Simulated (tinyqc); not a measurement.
Six-band hole subbands of a thin body in a field: sweeps and comparisons. A value that a table varies takes the place of the one given here.

Basis X, Y, Z times spin, hole energies counted downwards from the unstrained edge (the hydrostatic shift is left out), c = hbar^2/2m0. For a symmetric tensor T let C(T) have C_XX = L Txx + M (Tyy + Tzz), C_XY = N Txy (cyclic), L = c (g1 + 4 g2), M = c (g1 - 2 g2), N = 6 c g3. k = q + kz n, n the unit normal, q = k1 u + k2 v with u along the channel [1-10] and v = n x u. H = C(k k^T) + (Dso/3)(1 - L.sigma) - B + e F z with (L_k)_ij = -i epsilon_kij; B is the block C built from the traceless strain with 2b, -b and sqrt(3) d in place of L, M, N. Strain: exx = eyy = (s11 + s12) sx/2, ezz = s12 sx, exy = -s44 sx/4. Hard walls at z = 0 and t; basis sin(j pi z/t), j = 1 to Nz: kz^2 = (j pi/t)^2, kz = -i D with D_jl = 4 j l/(t (j^2 - l^2)), z_jj = t/2 and z_jl = -8 t j l/(pi (j^2 - l^2))^2 for j + l odd; 1 MV/cm = 0.01 eV/angstrom.

Nz = 14. E1 is the top subband at q = 0, gap the distance to the next pair, and the masses are c q^2/(E(q) - E1) at |q| = 0.02 1/angstrom (mean of the spin pair) along the channel [1-10] and across it in the plane; a dash marks a band that does not rise.

Constants: hbar^2/2m0 = 3.80998211 eV angstrom^2.

Parameters, chosen for this exercise (near those of a p-type Si channel; shifted at random, so the results belong to these values and not to a real crystal):
```
symbol  value                 unit      meaning
g1      4.27                            Luttinger gamma1
g2      0.34                            gamma2
g3      1.44                            gamma3
Dso     0.044                 eV        spin-orbit splitting
b       -2.07                 eV        tetragonal potential
d       -4.72                 eV        trigonal potential
S       (7.63, -2.15, 12.36)  1/TPa     compliances s11, s12, s44
face    001                             surface
t       30                    angstrom  body thickness
F       0.8                   MV/cm     field across the body
sx      0                     GPa       stress along the channel [1-10], negative in compression
```

## Stress along the channel

Each row has its own sx.

Results:
```
sx (GPa),E1 (meV),gap (meV),m channel,m across
-3.0,172.3,152.6,0.157,2.986
-2.0,206.9,103.2,0.163,2.632
-1.0,240.4,55.7,0.176,1.762
-0.5,255.6,34.9,0.202,1.014
0.0,265.9,23.8,0.379,0.379
0.5,265.6,33.1,1.086,0.205
1.0,260.1,51.2,1.989,0.183
```

What can be read from the table?

Under 2 GPa of compression the channel mass goes from 0.379 to 0.163 m0, the mass across from 0.379 to 2.632; the gap to the next subband is 103, 24 and 51 meV at -2, 0 and +1 GPa. The lightest channel mass of the table, 0.157 m0, is at -3.0 GPa.

## Surface orientation and number of bands

Three faces, six bands; and four bands, with Dso set to 1000 eV.

Results:
```
case,E1 (meV),gap (meV),m channel,m across
(001) 6 bands,265.9,23.8,0.379,0.379
(001) 4 bands,265.9,58.0,0.305,0.305
(110) 6 bands,110.1,73.0,0.115,0.279
(110) 4 bands,184.9,216.5,0.150,0.281
(111) 6 bands,167.7,28.2,0.284,0.286
(111) 4 bands,167.7,187.5,0.186,0.186
```

What does this show?

With six bands the top subband is shallowest on (110) (110.1 meV) and deepest on (001). The lightest channel mass is on (110) (0.115 m0). Dropping the split-off band moves E1 by 0.0, 74.8 and 0.0 meV and the gap by 34.2, 143.5 and 159.3 meV on the three faces, with Dso = 44 meV.

## What each parameter does

Six bands. Each row changes one parameter from the base and keeps the others.

Results:
```
case,E1 (meV),gap (meV),m channel (m0),m across (m0)
base,265.9,23.8,0.379,0.379
t = 40 angstrom,231.6,20.2,0.392,0.392
F = 1.1 MV/cm,307.2,23.9,0.380,0.380
sx = -0.5 GPa,255.6,34.9,0.202,1.014
g3 = 1.34,265.9,23.8,0.348,0.348
g2 = 0.39,261.6,24.5,0.365,0.365
Dso = 0.066 eV,265.9,31.5,0.360,0.360
d = -3.78 eV,265.9,23.8,0.379,0.379
```

What can be read from the table?

The largest shifts from the base row, up to three for each result and ties (the steps differ in size, so this ranks the rows, not the parameters). E1 (meV): F +41.3, t -34.3, sx -10.2; unchanged at the printed digits by g3, Dso and d. gap (meV): sx +11.1, Dso +7.7, t -3.6; unchanged at the printed digits by g3 and d. m channel (m0): sx -0.176, g3 -0.031, Dso -0.019; unchanged at the printed digits by d. m across (m0): sx +0.636, g3 -0.031, Dso -0.019; unchanged at the printed digits by d.

tinyqc: `OMP_NUM_THREADS=1 python tinyqc.py 1282720 1282721 out.jsonl`; about 0.4 s, one thread, shared Intel(R) Xeon(R) Processor @ 2.30GHz.
